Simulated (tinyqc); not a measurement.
Four-point probe, van der Pauw, Hall and spreading-resistance readings of a semiconductor layer: one step, computed by the program tinyqc.

The layer is uniform and ohmic; contacts are points unless a radius is given.

Problem. Four-point voltage. Collinear probes with equal spacing on a layer with insulating backing: images at depth 2 m t give V = (rho I/(2 pi s)) G, G = 1 + 4 sum_(m>=1) [1/sqrt(1 + (2 m u)^2) - 1/sqrt(4 + (2 m u)^2)], u = t/s; the sum runs to m = 20000, with the tail 3/(32 u^3 M^2) added to the sum for M = 20000. Limits: thick, rho = 2 pi s V/I; thin on an insulator, rho = (pi/ln 2) t V/I.

Inputs (values chosen for the exercise, modelled on n-type silicon): layer thickness t = 380 micrometre; probe spacing s = 0.635 mm; current I = 0.1 mA.

Backing of the layer: insulating.

resistivity rho = 0.02574880 ohm cm

Give: t/s; G; voltage V; rho by the thick formula; rho by the thin formula.

Solution.

t/s = 0.59843

G = 2.3353

voltage V = 0.015071 mV

rho by the thick formula = 0.060132 ohm cm

rho by the thin formula = 0.025957 ohm cm

The thick formula is off by +133.5 % and the thin one by +0.8 %.
